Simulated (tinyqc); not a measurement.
A particle near a wafer in liquid: double-layer and van der Waals forces (DLVO), deposition barrier and removal: one step, computed by the program tinyqc.

Sphere and flat wall, Derjaguin approximation, constant potentials in the linear-superposition form, no retardation and no hydration force.

Problem. Barrier and secondary minimum. U(h) = Z R exp(-kappa h) - A R/(6 h); F(h) = -dU/dh = kappa Z R exp(-kappa h) - A R/(6 h^2), positive for repulsion. F = 0 reads x^2 exp(-x) = y with x = kappa h and y = A kappa/(6 Z); the left side peaks at x = 2 with 4/e^2 = 0.5413, so roots exist for smaller y: x < 2 is the barrier, x > 2 the secondary minimum.

Inputs (values chosen for the exercise, of the order of those for silica on silica in water): particle radius R = 110 nm; Hamaker constant A = 4.5e-21 J; temperature T = 293 K.

kappa = 0.2705318 1/nm

Z = 8.748188 pN

Constants: k_B = 1.380649e-23 J/K.

Give: y; position of the barrier; barrier height; position of the secondary minimum; energy at the secondary minimum.

Solution.

y = 0.02319

position of the barrier = 0.6115 nm

barrier height = 168.3 k_B T

position of the secondary minimum = 29.19 nm

energy at the secondary minimum = -0.6102 k_B T

A barrier above 15 k_B T practically stops deposition.
